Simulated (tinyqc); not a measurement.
Depolarisation shift: optical transitions of a finite quantum well.

Each carrier sees a square well of width L with its own depth V and masses m (inside), mb (outside); c = hbar^2/2m0, k = sqrt(m E/c), kappa = sqrt(mb (V - E)/c), and level n solves k L + 2 atan[(k/m)/(kappa/mb)] = n pi. The envelope is cos(kz) for odd n and sin(kz) for even n inside, joins exp(-kappa (|z| - L/2)) outside, and is normalised to 1. Excitons and band mixing are left out.

Constants: hbar^2/2m0 = 3.80998211 eV angstrom^2; e^2/(4 pi eps0) = 14.39964547 eV angstrom.

Inputs chosen for the exercise (near those of a GaAs well in AlGaAs; the results hold for these values, not for the real material):
- L = 82 angstrom (well width)
- Vc = 0.316 eV (conduction offset)
- me = 0.0689 m0 (electron, well)
- meb = 0.0994 m0 (electron, barrier)
- eps = 10.8 (background dielectric constant)
- Nss = (0.14, 0.35, 0.7, 1.4, 2.1, 2.8, 4.2) x 1e12/cm^2 (sheet densities)

The collective line lies at E12 sqrt(1 + a), a = 8 pi q (n1 - n2) S/(eps E12), q = e^2/(4 pi eps0), S = integral over z of (integral up to z of psi_1 psi_2)^2. Zero temperature with the mass me in both subbands: n1 - n2 = Ns until Ns reaches D E12, D = me/(2 pi c), and D E12 beyond. 1e12/cm^2 = 1e-4/angstrom^2; exchange and the static band bending by the charge are left out.

Line position:

| Ns (1e12/cm^2) | n1 - n2 | a | line (meV) | shift (meV) |
|---|---|---|---|---|
| 0.14 | 0.140 | 0.0242 | 124.80 | 1.49 |
| 0.35 | 0.350 | 0.0606 | 126.99 | 3.68 |
| 0.70 | 0.700 | 0.1212 | 130.57 | 7.26 |
| 1.4 | 1.400 | 0.2425 | 137.45 | 14.14 |
| 2.1 | 2.100 | 0.3637 | 144.00 | 20.69 |
| 2.8 | 2.800 | 0.4849 | 150.26 | 26.95 |
| 4.2 | 3.549 | 0.6147 | 156.69 | 33.38 |

S = 6.373 angstrom
E12 = 123.31 meV

The upward shift grows from 1.49 to 33.38 meV, 27.1 % of E12 at most. It stops moving once e2 starts to fill, at Ns = 3.55 e12/cm^2. For small a the shift is a E12/2, linear in Ns; in the last row that rule gives 37.90 meV. S/L = 0.0777, against 5/(9 pi^2) = 0.0563 for hard walls.

(tinyqc, `OMP_NUM_THREADS=1 python tinyqc.py 1251266 1251267 out.jsonl`, Intel(R) Xeon(R) Processor @ 2.30GHz, 1 thread, shared host, about 0.2 s.)
